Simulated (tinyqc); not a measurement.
What each parameter does: polytypes by hexagonality, and a cubic inclusion as a quantum well.

Gap: E3 + (E2 - E3) h. Valence top Ev2 h and polarisation P2 h, both counted from 3C; Ec = Ev + gap.

A cubic inclusion of width L = N d in the host (h = 1) is a well of depth V = Ec(host) - Ec(3C). Square well with mass mismatch: k tan(k L/2) = (m_w/m_b) q, k = sqrt(m_w E/c), q = sqrt(m_b (V - E)/c), c = hbar^2/2m0, lowest root. The depth of the level, V - E, is its binding, and the transition to the valence top of the host is gap(host) - (V - E). The step in polarisation gives a field |F| = |P|/(eps eps0) in a thin inclusion, eps0 = 8.8541878e-12 F/m.

Constants: hbar^2/2m0 = 3.80998211 eV angstrom^2.

Parameters, chosen for this exercise (of the order of those of InAs; the results hold for these values, not for the real material):
```
symbol  value           unit      meaning
E3      0.412           eV        gap of the cubic polytype
E2      0.457           eV        gap of 2H
Ev2     0.053           eV        valence top of 2H above that of 3C
P2      0.0021          C/m^2     spontaneous polarisation of 2H
m       (0.027, 0.028)  m0        electron mass along c in the cubic layer and in the host
d       3.494           angstrom  thickness of a double layer
eps     14.6                      dielectric constant
N       6                         double layers in the cubic inclusion
```

Well depth, depth of the level, transition without the field and field.

Results for these values:
```
case,V (eV),depth (eV),transition (eV),|F| (MV/cm)
base,0.0980,0.0070,0.4500,0.162
```

What happens to each result for m = (0.032, 0.028) m0, all else kept?

Answer: V does not change at the printed digits; depth rises from 0.0070 to 0.0071; transition falls from 0.4500 to 0.4499; |F| does not change at the printed digits.

The same for each parameter in turn:
```
case,V (eV),depth (eV),transition (eV),|F| (MV/cm)
base,0.0980,0.0070,0.4500,0.162
N = 7,0.0980,0.0092,0.4478,0.162
Ev2 = 0.083 eV,0.1280,0.0116,0.4454,0.162
E3 = 0.392 eV,0.1180,0.0100,0.4470,0.162
E2 = 0.487 eV,0.1280,0.0116,0.4754,0.162
P2 = 0.0027 C/m^2,0.0980,0.0070,0.4500,0.209
eps = 15.6,0.0980,0.0070,0.4500,0.152
"m = (0.032, 0.028) m0",0.0980,0.0071,0.4499,0.162
```

Computed by tinyqc, a small Python program: `OMP_NUM_THREADS=1 python tinyqc.py 1880268 1880269 out.jsonl` (the numbers bound the seed that draws the inputs); one thread of a shared host (Intel(R) Xeon(R) Processor @ 2.30GHz), about 0.1 s for the whole set of steps.
